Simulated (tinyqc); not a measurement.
Exchange-split free-electron bands and tunnelling magnetoresistance, step by step. Values are carried at full precision from step to step, so a last printed digit may differ when a step is redone from the rounded ones.

Majority and minority bands E = c k^2/m -/+ Dx/2, c = hbar^2/2m0, so k_up = sqrt(m (EF + Dx/2)/c), k_dn = sqrt(m (EF - Dx/2)/c); n_s = k_s^3/(6 pi^2), D_s = m k_s/(4 pi^2 c).

Constants: hbar^2/2m0 = 3.80998211 eV angstrom^2.

Parameters, chosen for this exercise:
- EF = 4.32 eV (Fermi energy above the mean band bottom)
- Dx = 6.88 eV (exchange splitting)
- m = 1.01 m0 (mass in the electrodes)
- mb = 0.78 m0 (mass in the barrier)
- phi = 1.67 eV (barrier height above EF)
- d = 9.6 angstrom (barrier thickness)

## The two Fermi spheres

Give k_s, n_s, D_s, the moment per electron (n_up - n_dn)/n and three polarisations: of D, of D v and of D v^2 (v proportional to k).

k_up, k_dn (1/angstrom): 1.4343  0.4830

n_up, n_dn (1/angstrom^3): 0.04982  0.00190

D_up, D_dn (1/(eV angstrom^3)): 0.00963  0.00324

moment per electron = 0.9264 muB

polarisations: D 0.4962, D v 0.7963, D v^2 0.9264

The three numbers differ although they describe one band structure: each probe (density of states, ballistic current, diffusive current) weights the velocity differently.

## Transmissions

Barrier: kappa = sqrt(mb phi/c), c = hbar^2/2m0. With a = k1/m, b = k2/m, w = kappa/mb, the transmission at normal incidence is T(k1, k2) = 4 a b w^2/[w^2 (a + b)^2 + (w^2 + a^2)(w^2 + b^2) sinh^2(kappa d)]. Parallel: G_P = T(up, up) + T(dn, dn); antiparallel: G_AP = 2 T(up, dn); TMR = (G_P - G_AP)/G_AP. Julliere: TMR = 2 P^2/(1 - P^2). Slonczewski factor: P_eff = P_k (w^2 - a_up a_dn)/(w^2 + a_up a_dn), P_k = (k_up - k_dn)/(k_up + k_dn).

Evaluate kappa and the three T.

kappa = 0.5847 1/angstrom
kappa d = 5.613

T: up-up 3.631e-05, dn-dn 4.380e-05, up-dn 3.988e-05

The minority channel transmits more, by a factor 1.21; the common factor exp(-2 kappa d) is 1.33e-05.

## Magnetoresistance

From the T, and from the Julliere formula with P_k and with P_eff.

TMR from T = 0.44 %
P_k = 0.4962
P_eff = -0.0468
Julliere with P_k = 65.31 %
Julliere with P_eff = 0.44 %

The interface factor is -0.094: it reverses the sign of the tunnelling polarisation. The plain Julliere value lies 64.9 points above the result and the one with P_eff 0.00 points from it. Symmetry filtering in crystalline barriers, which gives far larger values, is outside this model.

## Checks

- TMR of a thick barrier against the Julliere formula with P_eff: both 0.004396.

Run: tinyqc, `OMP_NUM_THREADS=1 python tinyqc.py 1680302 1680303 out.jsonl`; Intel(R) Xeon(R) Processor @ 2.30GHz, one thread, shared host; about 0.01 s of CPU time with all checks.
